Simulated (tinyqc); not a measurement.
CIS and TDHF on RHF in the sto-6g basis, for H2, spin multiplicity 1, step by step. One step of it, computed by the program tinyqc.

Problem. Iteration 2 (converged): orbitals. Diagonalise F' = X^T F X, C = X C', fill 1 alpha and 1 beta electrons from the bottom; D = 2 C_occ C_occ^T. Each column has its largest component positive (the first on a tie).

converged F (hartree):
```
           1H 1s      2H 1s
1H 1s  -0.340392  -0.571138
2H 1s  -0.571138  -0.340392
```

X:
```
           1H 1s      2H 1s
1H 1s   1.208336  -0.423774
2H 1s  -0.423774   1.208336
```

Give: F' = X^T F X; orbital energies; coefficients C; D after iteration 2.

Solution.

F' = X^T F X (hartree):
```
         1        2
1   0.0268  -0.5879
2  -0.5879   0.0268
```

orbital energies (hartree): MO1 -0.5611, MO2 0.6147

coefficients C:
```
          MO1      MO2
1H 1s  0.5548   1.1541
2H 1s  0.5548  -1.1541
```

D after iteration 2:
```
        1H 1s   2H 1s
1H 1s  0.6155  0.6155
2H 1s  0.6155  0.6155
```
